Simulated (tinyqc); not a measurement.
## Series resistance and length offset from two lengths at two overdrives

Question. In strong inversion R W = Rsd + k(x)(L - dL), k(x) = (1 + th1 x)/(mu0 Cox x), x the overdrive, Cox = eps0 eox/tox, with Rsd and dL independent of x. Find dL, Rsd, mu0 and th1.

Inputs (values chosen for the exercise): relative permittivity of the gate insulator (close to silicon dioxide) eox = 3.9; insulator thickness tox = 1.1 nm.

Constants: eps0 = 8.8541878128e-14 F/cm where lengths are in cm. Results are converted to the units shown.

total resistance times width (ohm um):
```
                  L = 0.085 um  L = 0.39 um
overdrive 0.54 V    552.190166   2010.94627
overdrive 1.02 V    377.085727   1184.53874
```

Answer. At each overdrive R W is a straight line in L; the two lines cross at L = dL, R W = Rsd. Their slopes give k x = (1 + th1 x)/(mu0 Cox), a straight line in x.

dL = 0.00300 um
Rsd = 160 ohm um
mu0 = 130 cm^2/(V s)
th1 = 0.100 1/V

Numbers from tinyqc (`OMP_NUM_THREADS=1 python tinyqc.py 2210073 2210074 out.jsonl`; about 0.01 s on one thread of a shared Intel Xeon 2.30GHz).
